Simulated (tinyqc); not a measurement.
Undoped gate-all-around wire MOSFET, analytic charge model: two steps of the calculation.

An undoped round wire of radius R under an insulator shell and a surrounding gate; long channel, electrons only, n = ni exp((psi - V)/Vt) with V the quasi-Fermi potential (0 at the source, Vd at the drain), constant mobility, no quantisation. The radial Poisson equation gives n(r) = n(0)/(1 - (1 - b) r^2/R^2)^2 with b = Q0/(Q + Q0). Q is the electron charge per area of the wire surface.

Values chosen for this exercise; material values those of a made-up semiconductor:
- T = 273 K (temperature)
- R = 20 nm (wire radius)
- mu = 180 cm^2/(V s) (channel mobility)
- L = 0.2 um (gate length)
- Vg = 1.13 V (gate voltage)
- Vd = 1 V (drain voltage)

Constants: q = 1.602176634e-19 C, kB = 1.380649e-23 J/K, Vt = kB T/q. Results are converted to the units shown.

Problem 1. Charge at the source by Newton steps. With V = 0: f = Q/Cox + Vt ln(Q/Q0) + Vt ln(1 + Q/Q0) - (Vg - V0); f' = 1/Cox + Vt/Q + Vt/(Q + Q0); Q(new) = Q - f/f'.

Q after iteration 1 = 125.71467 nC/cm^2
Cox = 1.6050587 uF/cm^2
Q0 = 42.076115 nC/cm^2
V0 = 0.36123899 V

Find: f; f'; Q after iteration 2.

Solution 1.

f = -0.6321 V
f' = 9.504e-4 V cm^2/nC
Q after iteration 2 = 790.9 nC/cm^2

Problem 2. Drain current and line charge. Q solves Vg - V0 - V = Q/Cox + Vt ln(Q/Q0) + Vt ln(1 + Q/Q0). I = mu (2 pi R/L)[2 Vt (Qs - Qd) + (Qs^2 - Qd^2)/(2 Cox) + Vt Q0 ln((Qd + Q0)/(Qs + Q0))], with Qs at V = 0 and Qd at V = Vd. Electrons per length at the source: 2 pi R Qs/q; surface over centre density: (1 + Qs/Q0)^2.

Qs = 993.56299 nC/cm^2
Qd = 0.0022654085 nC/cm^2
Cox = 1.6050587 uF/cm^2
Q0 = 42.076115 nC/cm^2

Find: first term; second term; third term; I; electrons per length; surface over centre density.

Solution 2.

first term = 5.2870 uA
second term = 34.779 uA
third term = -0.35860 uA
I = 39.708 uA
electrons per length = 7.7928 1/nm
surface over centre density = 605.82

The square-law term makes up 87.6 % of the current.

tinyqc, about 0.02 s, one thread, Intel Xeon 2.30GHz (shared host): `OMP_NUM_THREADS=1 python tinyqc.py 2460080 2460081 out.jsonl`
